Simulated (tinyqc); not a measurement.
Raising U: Hubbard chain of 3 sites, mean field against exact. Computed by the program tinyqc. 

one-body matrix (hopping and site energies) (eV):
```
         1        2        3
1   0.0000  -1.7700   0.0000
2  -1.7700   0.0000  -1.7700
3   0.0000  -1.7700   0.0000
```

electrons, up and down: 2  1

Collinear unrestricted mean field (the lowest of 40 random starts) against exact diagonalisation.

Exact and mean-field results (eV):

| U | U/t | E exact | E mean field | mean \|n_up - n_down\| | double occupancy, exact | first gap in the sector |
|---|---|---|---|---|---|---|
| 0.890 | 0.503 | -4.47660 | -4.45577 | 0.367 | 0.188 | 2.379 |
| 1.770 | 1.000 | -4.00647 | -3.92655 | 0.413 | 0.168 | 2.236 |
| 3.540 | 2.000 | -3.22156 | -2.95000 | 0.556 | 0.129 | 1.926 |
| 5.310 | 3.000 | -2.62907 | -2.19978 | 0.729 | 0.096 | 1.635 |
| 7.080 | 4.000 | -2.18784 | -1.70754 | 0.837 | 0.072 | 1.392 |
| 10.620 | 6.000 | -1.60492 | -1.16268 | 0.926 | 0.042 | 1.044 |
| 14.160 | 8.000 | -1.25265 | -0.87787 | 0.958 | 0.026 | 0.823 |
| 21.240 | 12.000 | -0.86155 | -0.58792 | 0.981 | 0.013 | 0.571 |
| 35.400 | 20.000 | -0.52578 | -0.35356 | 0.993 | 4.85e-03 | 0.350 |

In absolute terms mean field is worst at U/t = 4.0, 0.480 eV too high: at small U it is nearly exact, and at large U it misses only exchange-scale energies. Relative to the exact energy its error is 0.5 % at the smallest U, 33 % at most and 33 % at the largest. The double occupancy falls from 0.188 to 0.005; at the largest U the first gap is 0.99 times the exchange scale 4t^2/U.
